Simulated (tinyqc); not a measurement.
Resistance of a tapered via with liner, size effect and interface: one step of the calculation.

A round via whose diameter grows from db at the bottom as D(z) = db + 2 z/tan(ang). The fill, of diameter D - 2 tl, starts above the bottom liner (thickness fb tl) and has rho = rho0 (1 + ks lam/(D - 2 tl)); the sidewall liner conducts in parallel with it. The bottom liner and the interface are crossed over the full area pi db^2/4. Spreading in the lines above and below is left out.

Question. Slices of the via. Slices between z0 = fb tl and hv, evaluated at their midpoints: conductance per length pi/4 [(D - 2 tl)^2/rho + (D^2 - (D - 2 tl)^2)/rl], slice resistance = slice height over that. 10 slices.

Inputs (values chosen for the exercise); fill metal close to ruthenium:
```
symbol  value     unit                                        meaning
db         26       nm                         diameter at the bottom
hv         57       nm                                         height
ang        89  degrees                                 sidewall angle
rho0     7.82  uohm cm                   bulk resistivity of the fill
lam      6.62       nm                     mean free path of the fill
ks        0.7                                      size-effect factor
tl        0.5       nm                          liner on the sidewall
fb        0.5           liner at the bottom over that on the sidewall
rl        420  uohm cm                       resistivity of the liner
```

Wanted: z; D; rho; slice resistance.

Answer.

```
slice  z (nm)  D (nm)  rho (uohm cm)  slice resistance (ohm)
0      3.0875  26.108         9.2633                  1.0599
1      8.7625  26.306         9.2520                  1.0421
2      14.438  26.504         9.2409                  1.0247
3      20.113  26.702         9.2299                  1.0078
4      25.788  26.900         9.2191                 0.99131
5      31.462  27.098         9.2085                 0.97521
6      37.138  27.296         9.1981                 0.95949
7      42.812  27.495         9.1877                 0.94415
8      48.487  27.693         9.1776                 0.92917
9      54.163  27.891         9.1676                 0.91455
```

Numbers from tinyqc (`OMP_NUM_THREADS=1 python tinyqc.py 2750138 2750139 out.jsonl`; about 0.01 s on one thread of a shared Intel Xeon 2.30GHz).
